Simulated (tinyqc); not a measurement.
Starting guesses with DIIS over 6 matrices: SCF starting guesses in the 6-31g basis, for H4+, spin multiplicity 2. Computed by the program tinyqc with PySCF. UHF with one setting changed at a time; a run stops when the energy changes by less than 1e-09 hartree and the error matrix is below 1e-5. Starts: the lowest orbitals of the core Hamiltonian, of the Wolfsberg-Helmholz matrix (K = 1.75), projected atomic densities, random orbitals, and the highest orbitals of the core Hamiltonian (a deliberately bad start).

Geometry (angstrom):
```
atom       x       y       z
H     0.0000  0.0000  0.0000
H     0.0000  0.0000  1.5830
H     0.0000  1.0830  0.0000
H     0.0000  1.0830  1.5830
```

lowest solution found by these runs and by PySCF with stability checks = -1.694369 hartree

Largest element of the error matrix X^T (FDS - SDF) X:
```
iteration     core  Wolfsberg-Helmholz  atomic densities   random  highest core orbitals
1          4.6e-02             6.5e-02           4.7e-02  3.9e-01                3.7e-02
2          8.6e-03             1.1e-02           1.3e-02  1.4e-01                8.6e-03
3          3.7e-04             7.2e-05           2.5e-03  3.9e-02                1.6e-03
4          1.4e-05             1.5e-05           2.5e-04  2.2e-02                2.0e-04
5          1.0e-06             1.0e-06           1.5e-06  1.0e-02                7.2e-07
6          4.4e-07             4.1e-07           3.2e-08  3.7e-03                3.6e-08
8                -                   -                 -  4.9e-04                      -
10               -                   -                 -  9.2e-05                      -
```

How each run ends:
```
run                    iterations  E (hartree)         state
core                            6     -1.69437  lowest found
Wolfsberg-Helmholz              6     -1.69437  lowest found
atomic densities                6     -1.69437  lowest found
random                         13     -1.69437  lowest found
highest core orbitals           6     -1.69437  lowest found
```

What does the comparison show, and why?

5 of 5 runs reach the lowest solution found, in 6 to 13 iterations (fastest: core, Wolfsberg-Helmholz, atomic densities, highest core orbitals). The first errors are 5e-02, 7e-02, 5e-02, 4e-01, 4e-02.
